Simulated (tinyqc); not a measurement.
Inside a calculation. Method: UKS/LDA (VWN5) in the sto-3g basis, for H4, spin multiplicity 3. One step of it, computed by the program tinyqc.

Task: Iteration 2: diagonalisation and new density. Diagonalise F' = X^T F X, C = X C', fill 3 alpha and 1 beta electrons from the bottom; D(s) = C_occ C_occ^T. Each column has its largest component positive (the first on a tie).

extrapolated F(alpha) (hartree), lower triangle:
```
           1H 1s      2H 1s      3H 1s      4H 1s
1H 1s  -0.201491
2H 1s  -0.275428  -0.201491
3H 1s  -0.131869  -0.093301  -0.201491
4H 1s  -0.093301  -0.131869  -0.275428  -0.201491
```

extrapolated F(beta) (hartree), lower triangle:
```
           1H 1s      2H 1s      3H 1s      4H 1s
1H 1s  -0.102383
2H 1s  -0.233257  -0.102383
3H 1s  -0.115811  -0.083109  -0.102383
4H 1s  -0.083109  -0.115811  -0.233257  -0.102383
```

X:
```
               1          2          3         4
1H 1s   0.744397   0.639983   0.470837  0.371571
2H 1s  -0.744397  -0.639983   0.470837  0.371571
3H 1s  -0.744397   0.639983  -0.470837  0.371571
4H 1s   0.744397  -0.639983  -0.470837  0.371571
```

Give: F' = X^T F X; orbital energies; coefficients C; F' = X^T F X; orbital energies; coefficients C; D(alpha) after iteration 2; D(beta) after iteration 2.

Result:

F' = X^T F X (alpha) (hartree), lower triangle:
```
        1       2        3        4
1  0.2494
2  0.0000  0.0579
3  0.0000  0.0000  -0.2232
4  0.0000  0.0000   0.0000  -0.3877
```

orbital energies (alpha) (hartree): MO1 -0.3877, MO2 -0.2232, MO3 0.0579, MO4 0.2494

coefficients C (alpha):
```
          MO1      MO2      MO3      MO4
1H 1s  0.3716   0.4708   0.6400   0.7444
2H 1s  0.3716   0.4708  -0.6400  -0.7444
3H 1s  0.3716  -0.4708   0.6400  -0.7444
4H 1s  0.3716  -0.4708  -0.6400   0.7444
```

F' = X^T F X (beta) (hartree), lower triangle:
```
        1       2        3        4
1  0.3626
2  0.0000  0.1608
3  0.0000  0.0000  -0.1212
4  0.0000  0.0000   0.0000  -0.2952
```

orbital energies (beta) (hartree): MO1 -0.2952, MO2 -0.1212, MO3 0.1608, MO4 0.3626

coefficients C (beta):
```
          MO1      MO2      MO3      MO4
1H 1s  0.3716   0.4708   0.6400   0.7444
2H 1s  0.3716   0.4708  -0.6400  -0.7444
3H 1s  0.3716  -0.4708   0.6400  -0.7444
4H 1s  0.3716  -0.4708  -0.6400   0.7444
```

D(alpha) after iteration 2, lower triangle:
```
         1H 1s    2H 1s    3H 1s   4H 1s
1H 1s   0.7693
2H 1s  -0.0498   0.7693
3H 1s   0.3260  -0.4932   0.7693
4H 1s  -0.4932   0.3260  -0.0498  0.7693
```

D(beta) after iteration 2, lower triangle:
```
        1H 1s   2H 1s   3H 1s   4H 1s
1H 1s  0.1381
2H 1s  0.1381  0.1381
3H 1s  0.1381  0.1381  0.1381
4H 1s  0.1381  0.1381  0.1381  0.1381
```
